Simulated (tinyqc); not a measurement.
# Landau coefficient from the swing

Problem. Below threshold and near Q = 0, a ferroelectric film of thickness tf changes the swing n Vt ln 10 by the factor 1 + 2 al tf Cp, and al = -3 sqrt(3) Ec/(4 Pr) (1 nm times 1 kV/cm is 1e-4 V). Find n, al and Pr.

Values chosen for this exercise:
```
symbol,value,unit,meaning
T,300,K,temperature
Ec,1500,kV/cm,coercive field
Cp,0.83,uF/cm^2,overlap capacitance per gate area
```

Constants: q = 1.602176634e-19 C, kB = 1.380649e-23 J/K, Vt = kB T/q. Results are converted to the units shown.

swing without the film and with tf = 7.6 nm (mV/decade): [75.598565, 61.302878]

Solution. The first swing gives n, the ratio of the two gives al, and Ec then gives Pr.

n = 1.270
al = -149.9 kV cm/uC
Pr = 13.00 uC/cm^2

Computed by the program tinyqc: `OMP_NUM_THREADS=1 python tinyqc.py 2860151 2860152 out.jsonl`, one thread of a shared Intel Xeon 2.30GHz, about 0.03 s for the whole run.
